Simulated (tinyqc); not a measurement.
Inside a calculation. Model: tunnelling through a gate dielectric with the two-band (Franz) dispersion, WKB transmission and Tsu-Esaki current.

Computed by the program tinyqc: `OMP_NUM_THREADS=1 python tinyqc.py 2540032 2540033 out.jsonl`, one thread of a shared Intel Xeon 2.30GHz, about 0.01 s for the whole run. Printed values are rounded.

Electrons leave the emitter at x = 0. Energies E (motion across the layers) are in eV from the emitter Fermi level; the collector Fermi level lies at -V and offers states at every E. No charge in the dielectric and no image force: F1 = V/t1, U = phi1 - F1 x. With C = hbar^2/(2 m0), kappa = sqrt(m u (1 - u/Egx)/C), u = U - E where U > E and 0 elsewhere; T(E) = exp(-S), S = 2 times the integral of kappa over x.

Parameters, values chosen for the exercise; dielectric values close to those of aluminium oxide: temperature T = 400 K; Fermi energy of the emitter above its band bottom Ef = 0.14 eV; emitter mass in the supply function me = 1 m0; barrier of layer 1 above the emitter Fermi level at zero bias phi1 = 2.49 eV; tunnelling mass of layer 1 m1 = 0.4 m0; thickness of layer 1 t1 = 2.3 nm; gap parameter of the two-band dispersion, set freely Egx = 5.7 eV; voltage across the dielectric V = 0.8 V; energy of the electron followed E = -0.09 eV; cells in each layer nc = 6; lower end of the energy grid Ea = -0.14 eV; upper end of the energy grid Eb = 0.33 eV; points of the energy grid nE = 9.

Constants: q = 1.602176634e-19 C, kB = 1.380649e-23 J/K, hbar = 1.054571817e-34 J s, m0 = 9.1093837015e-31 kg, Vt = kB T/q, hbar^2/(2 m0) = 0.0380998212 eV nm^2. Results are converted to the units shown.

## Fields and band edges

F1 = V/t1, U = phi1 - F1 x.

F1 = 3.47826 MV/cm
U at x = t1 = 1.69 eV

## WKB exponent by the midpoint rule

Cut each layer into nc equal cells, take U and kappa at the cell centres, and sum S = 2 sum kappa h.

```
cell	x (nm)	U (eV)	kappa (1/nm)
0	0.19167	2.42333	3.84082
1	0.57500	2.29000	3.81495
2	0.95833	2.15667	3.78024
3	1.34167	2.02333	3.73646
4	1.72500	1.89000	3.68328
5	2.10833	1.75667	3.62029
```

S = 17.2316
T(E) = 3.28393e-8

## WKB exponent in closed form

Each layer adds (2/F) sqrt(m/C) [G(u at its left edge) - G(u at its right edge)] to S, with u = U - E (0 where negative) and G(u) = Egx^1.5 (th - sin(4 th)/4)/4, th = arcsin sqrt(u/Egx). The slope follows from 1/d = -dS/dE.

S = 17.2299
T(E) = 3.28981e-8
energy d over which T(E) grows by a factor e = 0.65491 eV

The midpoint rule gives S = 17.232, so its T(E) is 0.18 % below this value. The band edge stays above E through the whole stack: direct tunnelling through a trapezoid.

## Current density on a coarse energy grid

J = J0 times the integral of T(E) N(E) dE, N = ln[(1 + exp(-E/Vt))/(1 + exp((-E - V)/Vt))], J0 = q^2 me m0 kB T/(2 pi^2 hbar^3) (times 1e-4 for A/cm^2 per eV), by Simpson's rule on nE equally spaced points from Ea to Eb.

```
point	E (eV)	T(E)	N	T(E) N
0	-0.140000	3.05718e-8	4.07866	1.24692e-7
1	-0.081250	3.33437e-8	2.44764	8.16133e-8
2	-0.022500	3.66725e-8	1.07187	3.93080e-8
3	0.036250	4.06785e-8	0.299629	1.21884e-8
4	0.095000	4.55153e-8	0.0616037	2.80391e-9
5	0.153750	5.13802e-8	0.0114905	5.90382e-10
6	0.212500	5.85285e-8	0.00209972	1.22894e-10
7	0.271250	6.72929e-8	3.82224e-4	2.57209e-11
8	0.330000	7.81103e-8	6.95293e-5	5.43095e-12
```

J0 = 5.57821e8 A/(cm^2 eV)
J = 6.41062 A/cm^2

The integrand peaks at E = -0.140 eV among these points. A converged quadrature from -Ef to above the barrier gives 6.410 A/cm^2; this grid is within 0.01 % of that.
